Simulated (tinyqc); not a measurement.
Inside a calculation. Method: Hubbard chain of 4 sites. One step of it, computed by the program tinyqc.

Question. Mean-field iteration 2. H(up) = T + U n(down), H(down) = T + U n(up); fill the lowest levels; n(new) = n + mixing (n(out) - n); E = tr T (rho up + rho down) + U sum n_up n_down of the output.

one-body matrix (hopping and site energies) (eV), lower triangle:
```
           1          2          3         4
1  -0.300000
2  -1.450000   0.200000
3   0.000000  -1.450000   0.370000
4   0.000000   0.000000  -1.450000  0.340000
```

U = 0.900000 eV

electrons, up and down: 2  1

mixing = 0.500000

n(up) after iteration 1: 1 0.592057, 2 0.435667, 3 0.533183, 4 0.439093

n(down) after iteration 1: 1 0.213991, 2 0.347740, 3 0.239717, 4 0.198551

Give: levels, up; levels, down; energy; n(up) after iteration 2; n(down) after iteration 2.

Answer.

levels, up (eV): -1.9223  -0.6058  1.2170  2.8211

levels, down (eV): -1.7166  -0.3395  1.4435  3.0227

energy = -4.6918 eV

n(up) after iteration 2: 1 0.6104, 2 0.4270, 3 0.5165, 4 0.4461

n(down) after iteration 2: 1 0.2165, 2 0.3719, 3 0.2624, 4 0.1491
